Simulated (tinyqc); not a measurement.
Phonon and roughness prefactors from two fields.

Inverse problem. At 300 K and high field 1/mu = E^(1/3)/Ap + E^gs/As, E in MV/cm. Find Ap and As.

Values chosen for this exercise: exponent of the roughness term gs = 2.

mu at E = 0.53 and 1.21 MV/cm (cm^2/(V s)): [496.26370, 256.80902]

Solution. Two linear equations in 1/Ap and 1/As.

Ap = 477.0 cm^2/(V s)
As = 882.0 cm^2/(V s)

Numbers from tinyqc (`OMP_NUM_THREADS=1 python tinyqc.py 2510008 2510009 out.jsonl`; about 0.01 s on one thread of a shared Intel Xeon 2.30GHz).
